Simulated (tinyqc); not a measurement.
# Fermi-level pinning from two metals

Problem. Cowley-Sze model with the space charge neglected: phiB = S (phiM - chi) + (1 - S)(Eg - phi0), S = 1/(1 + q Dit dl/(eps0 ei)), dl in cm. Find S, phi0 and Dit.

Inputs (values chosen for the exercise); band and dielectric values those of a made-up semiconductor:
- Eg = 1.21 eV (band gap)
- chi = 5.17 eV (electron affinity)
- dl = 0.3 nm (thickness of the interfacial layer)
- ei = 1 (relative permittivity of the interfacial layer)

Constants: q = 1.602176634e-19 C, eps0 = 8.8541878128e-14 F/cm where lengths are in cm. Results are converted to the units shown.

barriers for metals with phiM = 5.43 and 6.21 eV (eV): 0.48341629  0.94070387

Answer. S is the slope of phiB against phiM; either barrier then gives phi0, and S gives Dit.

S = 0.586
phi0 = 0.410 eV
Dit = 1.30e13 cm^-2 eV^-1

Computed by the program tinyqc: `OMP_NUM_THREADS=1 python tinyqc.py 2020130 2020131 out.jsonl`, one thread of a shared Intel Xeon 2.30GHz, about 0.06 s for the whole run.
